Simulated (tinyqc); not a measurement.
# Finnis-Sinclair potential for a bcc metal: fit to cohesion and elasticity, then vacancy, surfaces and structure, step by step

A worked calculation. Computed by tinyqc, a small Python program that keeps every step. Command: `OMP_NUM_THREADS=1 python tinyqc.py 3113385 3113386 out.jsonl fsfit walk`. One thread of a shared host (Intel(R) Xeon(R) Processor @ 2.30GHz), about 0.01 s of CPU time with the checks. Intermediate numbers are printed to about 5 digits and carried at full precision; extremes and crossings named in words are read from the listed rows.

E = (1/2) sum V(r) - A sqrt(rho), rho = sum phi(r), phi = (r - d)^2 for r < d, V = (r - c)^2 (c0 + c1 r + c2 r^2) for r < c. In bcc the 8 first neighbours lie at sqrt(3) a/2 and the 6 second at a; both cut-offs lie below the third shell; Omega = a^3/2; E is per atom and z the number of atoms in a shell. The four constants A, c0, c1, c2 are fitted to E_c, zero pressure, B and C12 - C44 alone, so C44 and C11 - C12 are not matched singly; defects are unrelaxed.

Inputs (values chosen for the exercise, modelled on niobium): lattice constant a = 3.3 angstrom; cohesive energy E_c = 7.42 eV; target C11 = 249 GPa; target C12 = 137 GPa; target C44 = 29.2 GPa; density cut-off d/a = 1.17; pair cut-off c/a = 1.267.

Constants: 1 eV/angstrom^3 = 160.2176634 GPa; 1 eV/angstrom^2 = 16.02176634 J/m^2.

## Density sums and the constant A

rho = sum z phi, rho1 = sum z r phi', rho2 = sum z r^2 phi''. At zero pressure the effective pair part V + 2 F' phi obeys C12 = C44, so C12 - C44 = F'' (rho1/3)^2/Omega with F'' = A/(4 rho^(3/2)); this gives A.

rho = 9.9383 angstrom^2

rho1 = -68.084 angstrom^2

rho2 = 261.36 angstrom^2

A = 2.9417 eV/angstrom

## Three linear equations for c0, c1, c2

With v_k = (r - c)^2 r^k the rows are (1/2) sum z v_k, (1/2) sum z r v_k' and (1/2) sum z r^2 v_k''. With rho1 = sum z r phi' and rho2 = sum z r^2 phi'' the right-hand sides are: -E_c + A sqrt(rho) (cohesion); A rho1/(2 sqrt(rho)) (zero pressure); 9 B Omega + A [rho2/(2 sqrt(rho)) - rho1^2/(4 rho^(3/2))] with B = (C11 + 2 C12)/3.

matrix, rows cohesion, pressure, bulk modulus, columns c0, c1, c2:
```
[[9.33, 27.70, 82.56],
 [-47.70, -116.33, -271.94],
 [130.68, 114.30, -337.95]]
```

right-hand side (eV): [1.85, -31.77, 189.10]

## Solution

Solve the three equations.

c0, c1, c2 (eV/angstrom^2, eV/angstrom^3, eV/angstrom^4): [-2.4165, 2.6562, -0.5956]

## Elastic constants of the fitted potential

Second differences of E with strains of 1e-4: e_xx gives C11, (e_xx, e_yy) = (1, -1) gives 2 (C11 - C12), an engineering shear gives C44. B and C12 - C44 are fitted; the one combination left tests the choice of d.

C11 = 260.89 GPa

C12 = 131.05 GPa

C44 = 23.253 GPa

error of C44 = -20.367 %

error of C' = (C11 - C12)/2 = 15.930 %

C44 comes out low and C' high: with B and C12 - C44 fixed, C44 + 2 C'/3 is fixed too, so the two errors have opposite signs.

## Unrelaxed vacancy

E_v = -A sum_shells z [sqrt(rho - phi(r)) - sqrt(rho)] - (1/2) sum z V(r): the neighbours lose one bond each, and the atom is put back in the bulk.

V at the two shells (eV): [0.54315, -0.10631]

phi at the two shells (angstrom^2): [1.0062, 0.3147]

vacancy energy E_v = 2.8905 eV

E_v/E_c = 0.38955

A pair potential would give E_v = E_c; the square root lowers the ratio to 0.39.

## Unrelaxed surfaces

An atom in layer i below the surface keeps only neighbours no higher than the top layer; gamma = sum_i (E_i + E_c)/(area per surface atom), with layer spacings a/2, a/sqrt2 and areas a^2, a^2/sqrt2 for (100) and (110).

Excess energy by layer (eV):
```
face    layer 1   layer 2  layer 3
(100)  1.280115  0.201174        0
(110)  0.890828  0.000000        0
```

gamma(100) = 2.1793 J/m^2

gamma(110) = 1.8535 J/m^2

gamma(100)/gamma(110) = 1.18.

## bcc against fcc

E of each lattice against the volume per atom, as a multiple of Omega; all neighbours inside the cut-offs are summed.

Energies (eV/atom):
```
V/Omega      bcc      fcc  fcc less bcc (meV)
0.80     -6.9906  -6.8384              152.12
0.84     -7.1494  -6.9282              221.24
0.88     -7.2704  -6.9956              274.79
0.92     -7.3548  -7.0470              307.73
0.96     -7.4040  -7.0885              315.53
1.00     -7.4200  -7.1258              294.18
1.05     -7.3962  -7.1642              232.08
1.10     -7.3278  -7.1639              163.93
1.20     -7.0742  -7.0475               26.72
```

The lowest fcc row, at V/Omega = 1.05, lies +256 meV from the bcc minimum: the fit keeps bcc stable, though nothing in it asked for that.

Checks made by the program: B and C12 - C44 recovered (relative difference 6e-08).
